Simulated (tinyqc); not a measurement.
G0W0 on RHF in the 6-311g basis, for H2, spin multiplicity 1, step by step. One step of it, computed by the program tinyqc.

Problem. Screening: direct RPA. With D = e_a - e_i and K = (ia|jb): diagonalise D^(1/2) (D + 4K) D^(1/2) = Z w^2 Z^T; X + Y = D^(1/2) Z w^(-1/2), each column of Z with its largest component positive (the first on a tie); E_c = (sum w - tr (D + 2K)) / 2.

orbital energies (hartree): [-0.553045, 0.143206, 0.318646, 0.588335, 2.589826, 2.592026]

Two-electron integrals over orbitals (pq|rs), unique and non-zero (hartree):
```
(11|11) 0.600173    (21|21) 0.061006    (22|11) 0.360364    (22|22) 0.307801
(31|11) -0.125824   (31|22) -0.032706   (31|31) 0.054559    (32|21) 0.018570
(32|32) 0.033664    (33|11) 0.359682    (33|22) 0.277718    (33|31) -0.038043
(33|33) 0.281669    (41|21) -0.070661   (41|32) 0.001151    (41|41) 0.101404
(42|11) -0.139388   (42|22) -0.053265   (42|31) 0.044781    (42|33) -0.049344
(42|42) 0.060741    (43|21) 0.041505    (43|32) 0.016582    (43|41) -0.047266
(43|43) 0.035021    (44|11) 0.476376    (44|22) 0.332147    (44|31) -0.081927
(44|33) 0.310291    (44|42) -0.103439   (44|44) 0.414260    (51|11) -0.074961
(51|22) -0.014731   (51|31) 0.043652    (51|33) -0.020921   (51|42) 0.029400
(51|44) -0.056346   (51|51) 0.076887    (52|21) -0.005995   (52|32) 0.004904
(52|41) 0.015103    (52|43) -0.011016   (52|52) 0.015235    (53|11) 0.098041
(53|22) 0.035016    (53|31) -0.037205   (53|33) 0.034157    (53|42) -0.036435
(53|44) 0.069912    (53|51) -0.040941   (53|53) 0.034183    (54|21) 0.018178
(54|32) -0.018578   (54|41) -0.042796   (54|43) 0.017061    (54|52) -0.024151
(54|54) 0.050766    (55|11) 0.612009    (55|22) 0.358516    (55|31) -0.136208
(55|33) 0.360892    (55|42) -0.146804   (55|44) 0.489375    (55|51) -0.120968
(55|53) 0.120340    (55|55) 0.684580    (61|21) -0.028918   (61|32) 0.017607
(61|41) 0.059557    (61|43) -0.029583   (61|52) 0.031824    (61|54) -0.061798
(61|61) 0.083111    (62|11) -0.027864   (62|22) 0.008603    (62|31) 0.023121
(62|33) -0.003513   (62|42) 0.008127    (62|44) -0.015387   (62|51) 0.036914
(62|53) -0.017136   (62|55) -0.051646   (62|62) 0.025481    (63|21) 0.032254
(63|32) -0.004585   (63|41) -0.049988   (63|43) 0.022888    (63|52) -0.013446
(63|54) 0.033374    (63|61) -0.044840   (63|63) 0.032258    (64|11) 0.135770
(64|22) 0.032882    (64|31) -0.059752   (64|33) 0.045225    (64|42) -0.049396
(64|44) 0.091778    (64|51) -0.072535   (64|53) 0.050068    (64|55) 0.177480
(64|62) -0.038554   (64|64) 0.087634    (65|21) 0.099921    (65|32) 0.000219
(65|41) -0.144033   (65|43) 0.075927    (65|52) -0.043159   (65|54) 0.094473
(65|61) -0.128186   (65|63) 0.089857    (65|65) 0.274395    (66|11) 0.631183
(66|22) 0.372536    (66|31) -0.147447   (66|33) 0.365743    (66|42) -0.156471
(66|44) 0.511237    (66|51) -0.147065   (66|53) 0.133875    (66|55) 0.715522
(66|62) -0.058194   (66|64) 0.195610    (66|66) 0.763707
```

Give: D^(1/2) (D + 4K) D^(1/2); excitation energies w; X + Y; RPA correlation energy.

Solution.

D^(1/2) (D + 4K) D^(1/2) (hartree^2), order 1>2, 1>3, 1>4, 1>5, 1>6:
```
[[0.655, 0.000, -0.252, 0.000, -0.171],
 [0.000, 0.950, 0.000, 0.289, 0.000],
 [-0.252, 0.000, 1.766, 0.000, 0.451],
 [0.000, 0.289, 0.000, 10.844, 0.000],
 [-0.171, 0.000, 0.451, 0.000, 10.937]]
```

excitation energies w (hartree): [0.774, 0.970, 1.340, 3.294, 3.311]

X + Y, order 1>2, 1>3, 1>4, 1>5, 1>6:
```
[[0.927, 0.000, -0.150, 0.000, -0.008],
 [0.000, 0.947, 0.000, 0.015, 0.000],
 [0.253, 0.000, 0.902, 0.000, 0.029],
 [0.000, -0.053, 0.000, 0.976, 0.000],
 [0.014, 0.000, -0.080, 0.000, 0.973]]
```

RPA correlation energy = -0.03062 hartree
